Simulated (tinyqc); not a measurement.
Ewald sum of point charges, displaced rock salt lattice, step by step. Computed by tinyqc, a small Python program that keeps every step. Command: `OMP_NUM_THREADS=1 python tinyqc.py 20801 20802 out.jsonl` (the two numbers bound the seeds that draw the settings). One thread of a shared host (Intel(R) Xeon(R) Processor @ 2.60GHz), about 0.05 s of CPU time with the checks.

## Ewald sum with eta = 0.463 1/bohr

cell vectors (rows) (bohr):
```
          1         2         3
1  0.000000  3.650000  3.650000
2  3.650000  0.000000  3.650000
3  3.650000  3.650000  0.000000
```

Charges:

| q | f1 | f2 | f3 |
|---|---|---|---|
| 1.000000 | 0.000000 | 0.000000 | 0.000000 |
| -1.000000 | 0.480000 | 0.550000 | 0.500000 |

Real space: 1/2 sum q_i q_j erfc(eta r)/r over all images with r > 0; reciprocal space: (2 pi/V) sum_(G != 0) exp(-G^2/4 eta^2)/G^2 |S(G)|^2 with S(G) = sum q exp(i G.r); self term -eta/sqrt(pi) sum q^2; background -pi Q^2/(2 V eta^2), Q the total charge.

Real-space shells (first ones):

| r (bohr) | pairs | sum (hartree) |
|---|---|---|
| 3.469996 | 2 | -0.006652 |
| 3.545952 | 2 | -0.005709 |
| 3.583326 | 2 | -0.005292 |
| 3.729078 | 2 | -0.003920 |
| 3.764635 | 2 | -0.003639 |
| 3.834759 | 2 | -0.003140 |
| 5.161880 | 24 | 0.001686 |
| 6.111761 | 2 | -0.000010 |
| 6.198341 | 2 | -0.000008 |
| 6.241180 | 2 | -0.000007 |
| 6.325988 | 4 | -0.000011 |
| 6.409674 | 2 | -4.22e-06 |

Reciprocal shells (first ones that count):

| G^2 (1/bohr^2) | vectors | sum (hartree) |
|---|---|---|
| 2.222467 | 8 | 0.069006 |
| 2.963289 | 6 | 0.000205 |
| 5.926578 | 12 | 0.000013 |
| 8.149045 | 24 | 0.000055 |
| 8.889867 | 8 | 2.67e-07 |
| 11.853156 | 6 | 6.33e-09 |
| 14.075623 | 24 | 3.09e-08 |
| 14.816445 | 24 | 7.90e-10 |

## The total does not depend on eta

The same sums for other eta.

Totals (hartree per cell):

| eta | real | reciprocal | self | background | total |
|---|---|---|---|---|---|
| 0.463000 | -0.026711 | 0.069279 | -0.522440 | 0.000000 | -0.47987175 |
| 0.732000 | -0.000295 | 0.346397 | -0.825974 | 0.000000 | -0.47987175 |
| 0.839000 | -0.000030 | 0.466869 | -0.946710 | 0.000000 | -0.47987175 |

shortest distance = 3.469996 bohr

Madelung constant -E d / (formula units |q+ q-|) = 1.665153
